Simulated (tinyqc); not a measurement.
The pair band in time: hydrogenic impurity: series, fields, screening, photoionisation and donor-acceptor pairs. Computed by tinyqc, a small Python program. Command: `OMP_NUM_THREADS=1 python tinyqc.py 3024953 3024954 out.jsonl hydrogenic walk`. One thread of a shared host (Intel(R) Xeon(R) Processor @ 2.30GHz), about 0.01 s of CPU time with the checks.

One isotropic, parabolic band. Effective units: Ry* and a*, in which H = -nabla^2 - 2/r.

Inputs (values chosen for the exercise, modelled on GaN):
```
quantity,value,unit
electron mass m,0.192,m_0
dielectric constant eps,9.45,-
donor density N,7.9e+17,cm^-3
gap E_g,3.46,eV
acceptor depth E_A,193,meV
rate prefactor W_0,2e+08,1/s
```

Parts treated: screening and pairs.

Constants: Ry = 13.605693123 eV; a_0 = 0.529177210903 angstrom; h x 1 THz = 4.135667696 meV; e^2/(4 pi eps_0) = 14.39964548 eV angstrom.

Method:
- Ry* = Ry m/eps^2, a* = a_0 eps/m; level n is bound by Ry*/n^2; <r> = (3/2) a* in 1s; lines 1s -> np at Ry* (1 - 1/n^2); 1 THz = 4.135667696 meV.
- Wigner-Seitz radius r_s = (3/(4 pi N))^(1/3); Mott criterion N_c^(1/3) a* = 0.26; overlap of two 1s orbitals at distance d: S = exp(-x)(1 + x + x^2/3), x = d/a*, with d = N^(-1/3).
- No-phonon line h nu(r) = E_g - Ry* - E_A + e^2/(4 pi eps_0 eps r); rate W(r) = W_0 exp(-2 r/a*), the donor being the shallower centre; lifetime 1/W; zero field.
- At delay t after a pulse the emission comes mostly from pairs with W(r) t = 1, so r = (a*/2) ln(W_0 t).

a* = 26.0454 angstrom

Ry* = 29.2522 meV

r_s = 67.1060 angstrom

Dominant pairs:
```
delay (s),r (angstrom),Coulomb term (meV),photon energy (eV)
1.00e-05,98.98,15.394,3.2531
1.00e-04,128.97,11.815,3.2496
1.00e-03,158.96,9.586,3.2473
1.00e-02,188.94,8.065,3.2458
1.00e-01,218.93,6.960,3.2447
1.00e+00,248.91,6.122,3.2439
1.00e+01,278.90,5.464,3.2432
```

Over six decades of delay the band moves down by 9.93 meV, since close pairs, which emit at higher energy, decay first; the shift per decade shrinks from 3.58 to 0.66 meV. At the donor density N = 7.9e+17 cm^-3 pairs as wide as in the last rows are rare, so those rows are formal.
